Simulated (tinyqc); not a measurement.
MP2 on RHF in the sto-3g basis, for H4, spin multiplicity 1, step by step. Computed by tinyqc, a small Python program that keeps every step (integrals from PySCF). Settings: charge = 0, multiplicity = 1, basis = sto-3g, method = RHF, energy threshold = 1e-10, iteration cap = 76, orthogonalisation = symmetric, start = core, DIIS depth = 6. Command: `OMP_NUM_THREADS=1 python tinyqc.py 26610 26611 out.jsonl` (the two numbers bound the seeds that draw the settings). One thread of a shared host (Intel(R) Xeon(R) Processor @ 2.60GHz), about 0.09 s of CPU time with the checks. The early iterations of the SCF are left out here.

## One-electron integrals

Geometry (angstrom):
```
atom         x         y         z
H     0.000000  0.000000  0.000000
H     0.000000  0.000000  1.039000
H     0.000000  0.000000  2.106000
H     0.000000  0.000000  3.145000
```

Basis sto-3g: exponents (1/bohr^2) and contraction coefficients of normalised primitives:
```
element  l (shell)  exponent  coefficient
H            s (1)  3.425251     0.154329
H            s (1)  0.623914     0.535328
H            s (1)  0.168855     0.444635
```

Overlap, kinetic and nuclear-attraction integrals over the contracted functions; the nuclear repulsion is the sum of Za Zb / Rab.

nuclear repulsion = 2.18537889 hartree

overlap S, order 1H 1s, 2H 1s, 3H 1s, 4H 1s:
$$\begin{pmatrix}
1.000000 & 0.473805 & 0.099927 & 0.013382 \\
0.473805 & 1.000000 & 0.457902 & 0.099927 \\
0.099927 & 0.457902 & 1.000000 & 0.473805 \\
0.013382 & 0.099927 & 0.473805 & 1.000000
\end{pmatrix}$$

kinetic energy T (hartree), order 1H 1s, 2H 1s, 3H 1s, 4H 1s:
$$\begin{pmatrix}
0.760032 & 0.097476 & -0.011050 & -0.005449 \\
0.097476 & 0.760032 & 0.088309 & -0.011050 \\
-0.011050 & 0.088309 & 0.760032 & 0.097476 \\
-0.005449 & -0.011050 & 0.097476 & 0.760032
\end{pmatrix}$$

nuclear attraction V (hartree), order 1H 1s, 2H 1s, 3H 1s, 4H 1s:
$$\begin{pmatrix}
-2.141978 & -1.001238 & -0.202439 & -0.025839 \\
-1.001238 & -2.457957 & -1.023916 & -0.202439 \\
-0.202439 & -1.023916 & -2.457957 & -1.001238 \\
-0.025839 & -0.202439 & -1.001238 & -2.141978
\end{pmatrix}$$

core Hamiltonian H = T + V (hartree), order 1H 1s, 2H 1s, 3H 1s, 4H 1s:
$$\begin{pmatrix}
-1.381946 & -0.903763 & -0.213489 & -0.031288 \\
-0.903763 & -1.697925 & -0.935607 & -0.213489 \\
-0.213489 & -0.935607 & -1.697925 & -0.903763 \\
-0.031288 & -0.213489 & -0.903763 & -1.381946
\end{pmatrix}$$

## Two-electron integrals

Functions are numbered as in S; the eight-fold symmetry (ij|kl) = (ji|kl) = (kl|ij) leaves the list below.

Two-electron integrals (ij|kl) in chemists' order, unique and non-zero (hartree):
```
(11|11) 0.774606   (21|11) 0.291658   (21|21) 0.142364   (22|11) 0.465523
(22|21) 0.291658   (22|22) 0.774606   (31|11) 0.045540   (31|21) 0.024732
(31|22) 0.058430   (31|31) 0.005064   (32|11) 0.153613   (32|21) 0.098271
(32|22) 0.279449   (32|31) 0.023925   (32|32) 0.132034   (33|11) 0.250702
(33|21) 0.157568   (33|22) 0.456768   (33|31) 0.045540   (33|32) 0.279449
(33|33) 0.774606   (41|11) 0.004603   (41|21) 0.002691   (41|22) 0.006870
(41|31) 0.000615   (41|32) 0.003172   (41|33) 0.006870   (41|41) 0.000082
(42|11) 0.026215   (42|21) 0.016301   (42|22) 0.045540   (42|31) 0.004210
(42|32) 0.023925   (42|33) 0.058430   (42|41) 0.000615   (42|42) 0.005064
(43|11) 0.096194   (43|21) 0.057462   (43|22) 0.157568   (43|31) 0.016301
(43|32) 0.098271   (43|33) 0.291658   (43|41) 0.002691   (43|42) 0.024732
(43|43) 0.142364   (44|11) 0.168255   (44|21) 0.096194   (44|22) 0.250702
(44|31) 0.026215   (44|32) 0.153613   (44|33) 0.465523   (44|41) 0.004603
(44|42) 0.045540   (44|43) 0.291658   (44|44) 0.774606
```

## Orthogonalisation

S = U s U^T; symmetric (Loewdin) form X = U s^(-1/2) U^T, so that X^T S X = 1.

eigenvalues of S: [0.329405, 0.620363, 1.199311, 1.850921]

X, order 1H 1s, 2H 1s, 3H 1s, 4H 1s:
$$\begin{pmatrix}
1.107383 & -0.302819 & 0.053570 & -0.008494 \\
-0.302819 & 1.222689 & -0.316916 & 0.053570 \\
0.053570 & -0.316916 & 1.222689 & -0.302819 \\
-0.008494 & 0.053570 & -0.302819 & 1.107383
\end{pmatrix}$$

## Iteration 9 (converged): orbitals

converged F (hartree), order 1H 1s, 2H 1s, 3H 1s, 4H 1s:
$$\begin{pmatrix}
-0.235565 & -0.461444 & -0.134574 & 0.002461 \\
-0.461444 & -0.326861 & -0.372822 & -0.134574 \\
-0.134574 & -0.372822 & -0.326861 & -0.461444 \\
0.002461 & -0.134574 & -0.461444 & -0.235565
\end{pmatrix}$$

Diagonalise F' = X^T F X, C = X C', fill 2 alpha and 2 beta electrons from the bottom; D = 2 C_occ C_occ^T. Each column has its largest component positive (the first on a tie).

F' = X^T F X (hartree):
$$\begin{pmatrix}
-0.014511 & -0.471051 & 0.062590 & 0.016053 \\
-0.471051 & 0.059009 & -0.378409 & 0.062590 \\
0.062590 & -0.378409 & 0.059009 & -0.471051 \\
0.016053 & 0.062590 & -0.471051 & -0.014511
\end{pmatrix}$$

orbital energies (hartree): MO1 -0.597782, MO2 -0.379260, MO3 0.279923, MO4 0.786115

coefficients C, order 1H 1s, 2H 1s, 3H 1s, 4H 1s:
$$\begin{pmatrix}
0.291969 & 0.522684 & 0.741346 & -0.642572 \\
0.429992 & 0.384543 & -0.506342 & 1.049202 \\
0.429992 & -0.384543 & -0.506342 & -1.049202 \\
0.291969 & -0.522684 & 0.741346 & 0.642572
\end{pmatrix}$$

D after iteration 9, order 1H 1s, 2H 1s, 3H 1s, 4H 1s:
$$\begin{pmatrix}
0.716890 & 0.653078 & -0.150901 & -0.375906 \\
0.653078 & 0.665533 & 0.074039 & -0.150901 \\
-0.150901 & 0.074039 & 0.665533 & 0.653078 \\
-0.375906 & -0.150901 & 0.653078 & 0.716890
\end{pmatrix}$$

## Convergence

Stop when the energy changes by less than 1e-10 hartree and every element of the error matrix X^T (F D S - S D F) X is below 3e-06.

Course of the cycle:
```
iteration  E (hartree)     change  largest element of the error matrix
1          -1.87578464          -                             4.50e-01
2          -2.08495902  -2.09e-01                             3.14e-02
3          -2.08591380  -9.55e-04                             2.78e-03
4          -2.08592397  -1.02e-05                             7.38e-04
5          -2.08592473  -7.65e-07                             5.37e-05
6          -2.08592474  -2.82e-09                             2.98e-05
7          -2.08592474  -6.70e-10                             2.04e-05
8          -2.08592474  -5.87e-10                             6.37e-08
9          -2.08592474  -6.22e-15                             9.82e-10
```

PySCF RHF in the same basis = -2.08592474 hartree

Converged in 9 iterations.

## Integrals over molecular orbitals

(pq|rs) = sum C_ip C_jq C_kr C_ls (ij|kl), one index at a time.

one-electron integrals over orbitals h = C^T H C (hartree):
$$\begin{pmatrix}
-1.775846 & 0.000000 & 0.153011 & 0.000000 \\
0.000000 & -1.518416 & 0.000000 & -0.123831 \\
0.153011 & 0.000000 & -1.226240 & 0.000000 \\
0.000000 & -0.123831 & 0.000000 & -0.932232
\end{pmatrix}$$

Two-electron integrals over orbitals (pq|rs), unique and non-zero (hartree):
```
(11|11) 0.483173    (21|21) 0.160282    (22|11) 0.427587    (22|22) 0.444264
(31|11) -0.077657   (31|22) 0.009872    (31|31) 0.108408    (32|21) 0.095097
(32|32) 0.134670    (33|11) 0.436025    (33|22) 0.438595    (33|31) -0.004920
(33|33) 0.457200    (41|21) 0.041058    (41|32) -0.057279   (41|41) 0.097238
(42|11) 0.080846    (42|22) 0.003197    (42|31) -0.100363   (42|33) 0.001503
(42|42) 0.106241    (43|21) -0.154362   (43|32) -0.096881   (43|41) -0.039062
(43|43) 0.166062    (44|11) 0.507170    (44|22) 0.453743    (44|31) -0.081739
(44|33) 0.468497    (44|42) 0.089310    (44|44) 0.560878
```

## Second-order Moller-Plesset energy

Hartree-Fock energy = -2.08592474 hartree

E2 = sum_ijab (ia|jb) [2 (ia|jb) - (ib|ja)] / (e_i + e_j - e_a - e_b) over occupied i, j and virtual a, b; the opposite-spin part is (ia|jb)^2 / denominator, the rest is same-spin, and SCS-MP2 scales them by 6/5 and 1/3.

Terms:
```
i  j  a  b    (ia|jb)    (ib|ja)  denominator       term
2  2  3  3   0.134670   0.134670    -1.318367  -0.013756
1  2  3  4  -0.100363  -0.057279    -2.043080  -0.007047
2  1  4  3  -0.100363  -0.057279    -2.043080  -0.007047
1  1  3  3   0.108408   0.108408    -1.755410  -0.006695
2  2  4  4   0.106241   0.106241    -2.330751  -0.004843
1  1  4  4   0.097238   0.097238    -2.767794  -0.003416
1  2  4  3  -0.057279  -0.100363    -2.043080  -0.000398
2  1  3  4  -0.057279  -0.100363    -2.043080  -0.000398
```

Pair energies (hartree; pair i-j sums ij and ji):
```
pair  opposite spin  same spin
1-1       -0.010111   0.000000
2-1       -0.013072  -0.001817
2-2       -0.018599   0.000000
```

MP2 correlation energy = -0.04359933 hartree

SCS-MP2 correlation energy = -0.05074440 hartree

MP2 total energy = -2.12952407 hartree
